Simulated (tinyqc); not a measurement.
Trap density from the leakage.

Question. Trap-assisted leakage is J = q Nt times the integral over x of the rate through one trap. Find Nt, the areal density Nt t and the mean in-plane spacing (Nt t)^(-1/2).

Parameters, values chosen for the exercise: thickness t = 3.5 nm.

Constants: q = 1.602176634e-19 C. Results are converted to the units shown.

J = 7.3071379e-5 A/cm^2
integral of the rate over x = 9307.6668 nm/s

Solution. J is proportional to Nt.

Nt = 4.90e17 cm^-3
Nt t = 1.72e11 cm^-2
in-plane spacing = 24.1 nm

Computed by the program tinyqc: `OMP_NUM_THREADS=1 python tinyqc.py 2370069 2370070 out.jsonl`, one thread of a shared Intel Xeon 2.30GHz, about 0.05 s for the whole run.
